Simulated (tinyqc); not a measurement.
Three ways to the same curve: density of states of one tight-binding band of a chain.

E(k) = -2 t cos(2 pi k) - 2 t2 cos(4 pi k); k in fractions of the reciprocal vectors, mesh k_i = j/N with j = 0 .. N-1. Densities are per cell and per spin, so the band holds one state.

Each interval of the mesh is a segment with E linear in k: n = (E - e1)/(e2 - e1), g = 1/(e2 - e1) between its end values.

Gaussian broadening: g(E) = mean over the mesh of exp(-(E - E_k)^2/(2 sigma^2))/(sigma sqrt(2 pi)), n(E) = mean of erfc((E_k - E)/(sigma sqrt 2))/2.

Values chosen for the exercise:
- t = 1.36 eV (nearest hopping)
- t2 = 0.26 eV (second hopping)
- N2 = 40 (mesh points along each axis in this comparison)
- sigma = 0.68 eV (Gaussian width)

N = N2 here; the reference is the linear method with N = 4000.

g(E) (1/eV):
```
E (eV)  reference  linear segments  Gaussian, sigma  Gaussian, sigma/4  reference n(E)
-2.745      0.155            0.180            0.136              0.167           0.148
-2.250      0.118            0.114            0.130              0.115           0.213
-1.756      0.104            0.103            0.114              0.093           0.268
-1.261      0.098            0.098            0.104              0.086           0.318
-0.767      0.098            0.098            0.102              0.089           0.366
-0.272      0.101            0.102            0.107              0.096           0.415
0.223       0.109            0.111            0.120              0.103           0.467
0.717       0.124            0.125            0.149              0.118           0.524
1.212       0.156            0.147            0.199              0.158           0.592
1.706       0.243            0.228            0.240              0.270           0.686
```

Root-mean-square errors against the reference: 0.0096 for linear segments, 0.0182 for sigma and 0.0114 for sigma/4. The narrow Gaussian is better than the wide one on the whole, since the wide one rounds the curve; where the levels lie sparsest it may still ripple. The reference is highest at 1.706 eV of the energies listed, and half filling lies between 0.223 and 0.717 eV.

Computed by tinyqc, a small Python program: `OMP_NUM_THREADS=1 python tinyqc.py 1652415 1652416 out.jsonl` (the numbers bound the seed that draws the inputs); one thread of a shared host (Intel(R) Xeon(R) Processor @ 2.30GHz), about 0.01 s for the whole set of steps.
